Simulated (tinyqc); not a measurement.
Six-band Luttinger-Kohn model with strain: one step. Strain from a uniaxial [110] stress. Two cases, with inputs chosen for the exercise.

Question. s11 = (C11 + C12)/((C11 - C12)(C11 + 2 C12)), s12 = -C12/((C11 - C12)(C11 + 2 C12)), s44 = 1/C44; exx = s11 sxx + s12 (syy + szz) and cyclic, exy = s44 sxy/2; tension is positive. A uniaxial stress X along the unit vector n is s_ij = X n_i n_j.

Case 1.

Values chosen (near those of Si; shifted at random, so the results belong to these values and not to a real crystal): C11 = 165 GPa; C12 = 65.5 GPa; C44 = 78.4 GPa; load = uniaxial [110] (kind of stress); X = -1.07 GPa (stress).

Case 2.

Values chosen (near those of GaSb; shifted at random, so the results belong to these values and not to a real crystal): C11 = 89.1 GPa; C12 = 40.1 GPa; C44 = 43.3 GPa; load = uniaxial [110] (kind of stress); X = -0.45 GPa (stress).

Give: s11, s12, s44; strain tensor.

Answer.

Case 1.

s11, s12, s44 (1/TPa): 7.8263  -2.2240  12.7551

strain tensor:
```
           x          y         z
x  -0.002997  -0.003412  0.000000
y  -0.003412  -0.002997  0.000000
z   0.000000   0.000000  0.002380
```

The volume changes by -0.361 %; there is shear in the cubic axes, so d enters.

Case 2.

s11, s12, s44 (1/TPa): 15.5743  -4.8338  23.0947

strain tensor:
```
           x          y         z
x  -0.002417  -0.002598  0.000000
y  -0.002598  -0.002417  0.000000
z   0.000000   0.000000  0.002175
```

The volume changes by -0.266 %; there is shear in the cubic axes, so d enters.

Computed by tinyqc, one run a case: `OMP_NUM_THREADS=1 python tinyqc.py N N+1 out.jsonl` with N = 1050866, 1051161; one thread of a shared Intel(R) Xeon(R) Processor @ 2.30GHz, about 0.07 s a run at most.
